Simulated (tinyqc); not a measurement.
Equal gaps, different models: fitting sp3s* parameters to three gaps by Newton steps.

sp3s* tight binding, nearest neighbours only: anion (a) at 0, cation (c) at a/4 (1,1,1), orbitals s, px, py, pz, s* on each; k in units of 2 pi/a. With phases e_j = exp(i (pi/2) k.n_j) for n = (1,1,1), (1,-1,-1), (-1,1,-1), (-1,-1,1): g0 = (e1+e2+e3+e4)/4, g1 = (e1+e2-e3-e4)/4, g2 = (e1-e2+e3-e4)/4, g3 = (e1-e2-e3+e4)/4. The diagonal holds the levels Esa, Epa, Exa (s*) and Esc, Epc, Exc. Anion-cation block: <sa|sc> = Vss g0; <sa|xc> = Vsapc g1; <xa|sc> = -Vscpa g1; <xa|xc> = Vxx g0; <xa|yc> = <ya|xc> = Vxy g3, <xa|zc> = <za|xc> = Vxy g2, <ya|zc> = <za|yc> = Vxy g1; <s*a|xc> = Vxapc g1; <xa|s*c> = -Vpaxc g1; y and z take g2 and g3 in place of g1; s-s* and s*-s* vanish.

Gaps are level 5 at Gamma, X = (1,0,0) and L = (1/2,1/2,1/2) less level 4 at Gamma; no spin-orbit coupling. Free parameters: Vss, Vsapc and Vpaxc. H is linear in them, so by Hellmann-Feynman J_ij = <u|dH/dp_j|u> for level 5 at point i less the same for level 4 at Gamma. Newton: p(new) = p + J^-1 (target - gaps); stop when all misses are below 1e-7 eV.

Constants: hbar^2/2m0 = 3.80998211 eV angstrom^2.

Parameters, chosen for this exercise (out of a larger set: near a published set for GaAs, fitted to gaps, whose masses and valley positions are rough; not measured data):
- p = (-8.312, 1.044, -2.666, 3.682, 8.58, 6.727, -6.451, 1.954, 5.095, 4.465, 5.762, 4.848, 4.81) eV (start, order Esa, Epa, Esc, Epc, Exa, Exc, Vss, Vxx, Vxy, Vsapc, Vscpa, Vxapc, Vpaxc)
- tg = (1.6655, 2.113, 1.7511) eV (target gaps at Gamma, X, L)
- a = 5.654 angstrom (lattice constant)

The same three targets are met with other triples of free parameters (those for which Newton converges within 3 eV of the start). Not fitted: level 5 at K = (3/4,3/4,0) above Ev, the spacing of levels 6 and 5 at X, the depth of level 2 at X below Ev, the valence width at Gamma, and the mass c q^2/(E(q) - E(0)) of level 5 along [100], q = 0.002 (2 pi/a), c = hbar^2/2m0.

Unfitted results:
```
free parameters    largest change (eV)  K (eV)  X spacing (eV)  level 2 at X (eV)  valence width (eV)  mass (m0)
start                            0.000   1.969           0.333              7.486              12.536     0.1198
Vss, Vxapc, Vpaxc                0.199   2.063           0.364              7.434              12.654     0.1316
Esc, Vxapc, Vpaxc                0.168   2.048           0.252              7.414              12.486     0.1303
Vss, Vsapc, Vpaxc                0.186   2.041           0.208              7.500              12.654     0.1288
Esa, Vxapc, Vscpa                0.388   2.049           0.259              7.514              12.267     0.1306
Vss, Exa, Exc                    0.463   2.064           0.393              7.466              12.654     0.1316
Esc, Vsapc, Exc                  0.594   2.016           0.089              7.421              12.486     0.1276
```

All fitted rows have the same three gaps, yet they spread by 48 meV at K, 304 meV in the X spacing, 100 meV in level 2 at X, 388 meV in the valence width and 3.1 % in the mass. The smallest change of parameters, 0.168 eV, is that of Esc, Vxapc, Vpaxc. A fit fixes what it was given and leaves the rest to the choice of free parameters.

Run: tinyqc, `OMP_NUM_THREADS=1 python tinyqc.py 1450964 1450965 out.jsonl`; Intel(R) Xeon(R) Processor @ 2.30GHz, one thread, shared host; about 0.2 s of CPU time with all checks.
